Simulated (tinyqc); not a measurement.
From one set of inputs to another, one input at a time: hydrogenic impurity: series, fields, screening, photoionisation and donor-acceptor pairs. Computed by tinyqc, a small Python program. Command: `OMP_NUM_THREADS=1 python tinyqc.py 3016578 3016579 out.jsonl hydrogenic ladder`. One thread of a shared host (Intel(R) Xeon(R) Processor @ 2.30GHz), about 0.01 s of CPU time with the checks.

One isotropic, parabolic band. Effective units: Ry* and a*, in which H = -nabla^2 - 2/r.

The inputs printed are set A. Set A is modelled on CdS; the values taken over come from a set modelled on InAs. Inputs not listed in the table keep their values of set A, so the rows need not describe a real material.

Inputs (values chosen for the exercise, modelled on CdS): electron mass m = 0.207 m_0; dielectric constant eps = 8.7; donor density N = 1.5e+18 cm^-3; electric field F = 7800 V/cm; gap E_g = 2.57 eV; acceptor depth E_A = 172 meV; pair distance r = 62.8 angstrom; rate prefactor W_0 = 6.9e+06 1/s.

Parts treated: electric field and pairs.

Constants: Ry = 13.605693123 eV; a_0 = 0.529177210903 angstrom; h x 1 THz = 4.135667696 meV; hbar = 6.582119569e-16 eV s; e^2/(4 pi eps_0) = 14.39964548 eV angstrom.

Method:
- Ry* = Ry m/eps^2, a* = a_0 eps/m; level n is bound by Ry*/n^2; <r> = (3/2) a* in 1s; lines 1s -> np at Ry* (1 - 1/n^2); 1 THz = 4.135667696 meV.
- Wigner-Seitz radius r_s = (3/(4 pi N))^(1/3); Mott criterion N_c^(1/3) a* = 0.26; overlap of two 1s orbitals at distance d: S = exp(-x)(1 + x + x^2/3), x = d/a*, with d = N^(-1/3).
- f = e F a*/(2 Ry*) is the field in atomic-like units. 1s shifts by -(9/2) f^2 Ry* (polarisability (9/2) a*^3), the n = 2 levels split linearly by +/- 6 f Ry*; the barrier top lies 4 sqrt(f) Ry* below the band edge and passes 1s at f = 1/16; the tunnelling rate of 1s is (2 Ry*/hbar) (4/f) exp(-2/(3 f)).
- No-phonon line h nu(r) = E_g - Ry* - E_A + e^2/(4 pi eps_0 eps r); rate W(r) = W_0 exp(-2 r/a*), the donor being the shallower centre; lifetime 1/W; zero field.

Each row keeps all changes above it:
```
input moved                    from       to  field at which the barrier passes 1s (V/cm)  photon energy (eV)   overlap S
set A                             -        -                                   2.0913e+04              2.3871  1.9825e-01
electric field F (V/cm)        7800       38                                   2.0913e+04              2.3871  1.9825e-01
electron mass m (m_0)         0.207   0.0252                                   3.0994e+02              2.4198  9.6359e-01
dielectric constant eps         8.7     15.3                                   5.6984e+01              2.4115  9.8788e-01
acceptor depth E_A (meV)        172       20                                   5.6984e+01              2.5635  9.8788e-01
donor density N (cm^-3)     1.5e+18  8.9e+12                                   5.6984e+01              2.5635  2.7373e-05
pair distance r (angstrom)     62.8     1820                                   5.6984e+01              2.5491  2.7373e-05
```

Where does the difference come from?

Field at which the barrier passes 1s goes from 20900 to 57.0, a factor 0.00272 in all. The largest single move comes from electron mass m (a factor 0.0148). Photon energy goes from 2.39 to 2.55, a factor 1.07 in all. The largest single move comes from acceptor depth E_A (a factor 1.06). Overlap S goes from 0.198 to 2.74e-5, a factor 1.38e-4 in all. The largest single move comes from donor density N (a factor 2.77e-5), and electron mass m works against it (a factor 4.86). The single moves hold for this order of the switches; the total does not depend on the order.

Caution (rows electron mass m, dielectric constant eps, acceptor depth E_A): N lies above the Mott density, where the levels of isolated donors have no meaning. Caution (rows electron mass m, dielectric constant eps, acceptor depth E_A, donor density N): below about two Bohr radii overlap and polarisation terms, left out here, lower the energy. Caution (rows dielectric constant eps, acceptor depth E_A, donor density N, pair distance r): above f = 0.04 the lowest-order Stark shift and the weak-field tunnelling formula are no longer accurate.

Extremes, crossings and ranges named in words are read from the listed rows.
